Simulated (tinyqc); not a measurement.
# p-i-n power rectifier, conductivity modulation at high injection: effects of single changes

A drift layer from x = -d to d (2 d = W) between ideal p+ and n+ emitters (no recombination in them). High injection, n = p, ambipolar diffusion with one lifetime; both mobilities scale as (T/300 K)^(-bt).

Values chosen for this exercise; bulk values close to those of silicon:
```
symbol,value,unit,meaning
T,300,K,temperature
eps_r,11.3,,relative permittivity
Kc,3960,V/cm per (cm^-3)^(1/8),critical-field constant
BV,1800,V,rated breakdown voltage of the drift layer
mud,1260,cm^2/(V s),drift mobility at 300 K
bt,2,,temperature exponent of the drift mobility
mup,412,cm^2/(V s),hole mobility at 300 K
Eg,1.14,eV,band gap
Nc,2.8e19,cm^-3,conduction-band density of states at T
Nv,2.65e19,cm^-3,valence-band density of states at T
J,100,A/cm^2,forward current density
a,430,A/(cm^2 us),ramp rate of the current at turn-off
tau,7.3e-7,s,high-level lifetime
```

Constants: q = 1.602176634e-19 C, kB = 1.380649e-23 J/K, Vt = kB T/q, eps0 = 8.8541878128e-14 F/cm where lengths are in cm. Results are converted to the units shown.

Each table varies one quantity; the others keep the values above.

## Forward voltage and stored charge against the high-level lifetime

Triangular field at breakdown with Ec = Kc N^(1/8): BV = eps0 eps_r Ec^2/(2 q N), so N = (eps0 eps_r Kc^2/(2 q BV))^(4/3); W = 2 BV/Ec; mu = mud (T/300 K)^(-bt); rho = 1/(q mu N); ideal resistance rho W. Da = 2 mun mup Vt/(mun + mup), La = sqrt(Da tau), B = (mun - mup)/(mun + mup) with mun = mud (T/300 K)^(-bt), mup likewise; n(x) = (tau J/(2 q La)) [cosh(x/La)/sinh(d/La) - B sinh(x/La)/cosh(d/La)]. Ohmic drop: integral of J/(q (mun + mup) n); diffusion (Dember) drop Vt B ln(n(-d)/n(d)); both junctions together Vt ln(n(-d) n(d)/ni^2), ni = sqrt(Nc Nv) exp(-Eg/(2 Vt)), Eg in volts; V_F = the sum; stored charge q times the integral of n. Integrals on a fine grid. Peak reverse current if all stored charge left in a linear ramp without recombination (an upper bound): sqrt(2 a Q). Rows where n falls below the doping are left out.

The same in every row: J rho W (V) = 100.4.

Results:

| tau (s) | d/La | drift drop, ohmic and diffusion (V) | junction drops (V) | V_F (V) | Q (uC/cm^2) | sqrt(2 a Q) (A/cm^2) | lowest n over N |
|---|---|---|---|---|---|---|---|
| 1.3e-7 | 5.738 | 10.82 | 0.7767 | 11.60 | 13.00 | 105.7 | 1.907 |
| 2.6e-7 | 4.057 | 1.985 | 0.7947 | 2.780 | 26.00 | 149.5 | 14.48 |
| 5.5e-7 | 2.789 | 0.5292 | 0.8147 | 1.344 | 55.00 | 217.5 | 75.27 |
| 1.2e-6 | 1.888 | 0.1876 | 0.8380 | 1.026 | 120.0 | 321.2 | 282.6 |
| 2.4e-6 | 1.335 | 0.08700 | 0.8628 | 0.9498 | 240.0 | 454.3 | 748.1 |
| 5e-6 | 0.9252 | 0.04146 | 0.8932 | 0.9347 | 500.0 | 655.7 | 1861 |
| 2.2e-5 | 0.4410 | 0.009787 | 0.9624 | 0.9722 | 2200 | 1375 | 9585 |

Estimate the missing row, tau = 1e-5 s.

Computed row:

| tau (s) | d/La | drift drop, ohmic and diffusion (V) | junction drops (V) | V_F (V) | Q (uC/cm^2) | sqrt(2 a Q) (A/cm^2) | lowest n over N |
|---|---|---|---|---|---|---|---|
| 1e-5 | 0.6542 | 0.02109 | 0.9246 | 0.9457 | 1000 | 927.4 | 4104 |

With this row back in the table: V_F goes from 11.6 through a minimum of 0.935 (at tau = 5e-6 among the rows listed) to 0.972 V; the drift drop falls from 10.8 to 0.00979 V and the junction drops rise from 0.777 to 0.962 V. The minimum falls at d/La = 0.93: a short lifetime starves the middle of the layer, a long one raises the edge densities and with them the junction drops. Where n exceeds a few 1e17 cm^-3, emitter and Auger recombination, left out here, lower n and change V_F.

## Forward voltage and stored charge against the rated breakdown voltage of the drift layer

Same model as above.

Forward voltage and stored charge against the rated breakdown voltage of the drift layer:

| BV (V) | d/La | drift drop, ohmic and diffusion (V) | junction drops (V) | V_F (V) | Q (uC/cm^2) | sqrt(2 a Q) (A/cm^2) | lowest n over N | J rho W (V) |
|---|---|---|---|---|---|---|---|---|
| 450 | 0.4804 | 0.01157 | 0.8704 | 0.8820 | 73.00 | 250.6 | 250.0 | 3.137 |
| 630 | 0.7114 | 0.02482 | 0.8535 | 0.8783 | 73.00 | 250.6 | 246.8 | 7.274 |
| 870 | 1.037 | 0.05194 | 0.8396 | 0.8915 | 73.00 | 250.6 | 230.1 | 16.30 |
| 1200 | 1.509 | 0.1128 | 0.8292 | 0.9420 | 73.00 | 250.6 | 195.7 | 36.42 |
| 1700 | 2.265 | 0.2950 | 0.8232 | 1.118 | 73.00 | 250.6 | 137.4 | 87.01 |
| 2300 | 3.223 | 0.8391 | 0.8216 | 1.661 | 73.00 | 250.6 | 77.67 | 185.2 |
| 3200 | 4.738 | 3.958 | 0.8214 | 4.779 | 73.00 | 250.6 | 26.45 | 423.0 |
| 4500 | 7.052 | 40.38 | 0.8213 | 41.20 | 73.00 | 250.6 | 4.119 | 991.9 |

V_F goes from 0.882 through a minimum of 0.878 (at BV = 630 among the rows listed) to 41.2 V; the drift drop rises from 0.0116 to 40.4 V and the junction drops fall from 0.870 to 0.821 V.

tinyqc, about 0.01 s, one thread, Intel Xeon 2.30GHz (shared host): `OMP_NUM_THREADS=1 python tinyqc.py 2230141 2230142 out.jsonl`
